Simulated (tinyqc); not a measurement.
Off-state leakage of single and stacked transistors: two steps of the calculation.

n-channel devices of unit width. Subthreshold current I(Vg, Vs, Vd) = I0 (T/300 K)^0.5 exp[(Vg - Vs - VT(T) - gb (Vs - Vb) + dd (Vd - Vs))/(nf Vt)] (1 - exp(-(Vd - Vs)/Vt)), VT(T) = VT - cT (T - 300 K). Gate-edge tunnelling Ig (Vd/1 V) exp(ag (Vd - 1 V)), for a gate at 0 V, and band-to-band leakage Ab u exp(-Bb/u), u = Vd - Vb + 1 V, flow at a drain held at V; both are taken as independent of T. In a stack of off transistors (all gates at 0 V) the same subthreshold current passes through each.

Values chosen for this exercise; values of the order met in bulk silicon logic transistors: temperature T = 358 K; supply voltage V = 1.2 V; threshold at 300 K, zero drain and body bias VT = 0.33 V; fall of the threshold with temperature cT = 0.5 mV/K; current at threshold at 300 K I0 = 0.36 uA/um; slope factor nf = 1.27; drain-induced lowering per volt dd = 0.08; rise of the threshold per volt of source-body bias gb = 0.11; gate-edge tunnelling current at 1 V Ig = 7e-5 uA/um; exponential slope of the gate current ag = 4.8 1/V; prefactor of band-to-band leakage at the drain Ab = 20 uA/(um V); its exponential voltage Bb = 25 V; body voltage Vb = -0.6 V.

Constants: q = 1.602176634e-19 C, kB = 1.380649e-23 J/K, Vt = kB T/q. Results are converted to the units shown.

Question 1. Leakage of one transistor. Vg = Vs = 0, Vd = V; effective threshold VT(T) - gb Vb - dd V.

Give: effective threshold; parts; total; shares.

Answer 1.

effective threshold = 0.2710 V
parts (nA/um): subthreshold 0.3897, gate edge 0.2194, band-to-band 7.423
total = 8.032 nA/um
shares (%): subthreshold 4.852, gate edge 2.731, band-to-band 92.42

The band-to-band part is the largest.

Question 2. New Vx. Stack of two, Vx the node between them: I_low = I(0, 0, Vx), I_up = I(0, Vx, V), f = ln(I_up/I_low), f' = -(1 + gb + 2 dd)/(nf Vt) - 1/(Vt (exp(Vx/Vt) - 1)) - 1/(Vt (exp((V - Vx)/Vt) - 1)), Vx(new) = Vx - f/f'.

Vx at the start = 0.076 V

Give: I_low; I_up; f; f'; Vx after iteration 1.

Answer 2.

I_low = 0.03592 nA/um
I_up = 0.03875 nA/um
f = 0.07571
f' = -35.43 1/V
Vx after iteration 1 = 0.07814 V

Numbers from tinyqc (`OMP_NUM_THREADS=1 python tinyqc.py 2242152 2242153 out.jsonl`; about 0.03 s on one thread of a shared Intel Xeon 2.30GHz).
